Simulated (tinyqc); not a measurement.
Threshold of a short bulk MOSFET: charge sharing, barrier lowering, narrow width: one step of the calculation.

n-channel device on a p-type body, depletion approximation, full ionisation. Uniform doping N = Na. Vbi from Boltzmann statistics is rough for the degenerate source. Cox = eps0 eox/tox.

Task. Short-channel and narrow-width shifts. Charge sharing (trapezoid; it ignores Vds): F = (xj/L)(sqrt(1 + 2 Wd/xj) - 1), lowering = body term times F. Barrier lowering: th = exp(-L/(2 l)) + 2 exp(-L/l), lowering = th [2 (Vbi - 2 pB) + Vds], DIBL = th. Narrow width: rise = body term times xw Wd/W. VT by each model = VT0 - lowering + rise.

Values chosen for this exercise; band and dielectric values close to those of silicon: junction depth xj = 17 nm; drain-source voltage Vds = 1 V; gate width W = 530 nm; shape factor of the fringing depletion at the width edges xw = 1.5708; channel length L = 300 nm.

2 pB = 0.86853132 V
Wd = 106.34660 nm
body term = 0.25863337 V
VT0 = 0.14716470 V
Vbi = 1.0279300 V
l = 27.976973 nm

Wanted: F; lowering by charge sharing; th; lowering of the barrier; DIBL; narrow-width rise; VT, charge sharing; VT, barrier lowering.

Result.

F = 0.15163
lowering by charge sharing = 39.216 mV
th = 0.0047377
lowering of the barrier = 6.2480 mV
DIBL = 4.7377 mV/V
narrow-width rise = 81.518 mV
VT, charge sharing = 0.18947 V
VT, barrier lowering = 0.22243 V

L is 10.7 scale lengths. The charge-sharing lowering is 6.28 times the barrier lowering; the first falls off as 1/L and the second exponentially. Both describe the same loss of gate control, so they are alternatives and are not added.

Computed by the program tinyqc: `OMP_NUM_THREADS=1 python tinyqc.py 2002186 2002187 out.jsonl`, one thread of a shared Intel Xeon 2.30GHz, about 0.01 s for the whole run.
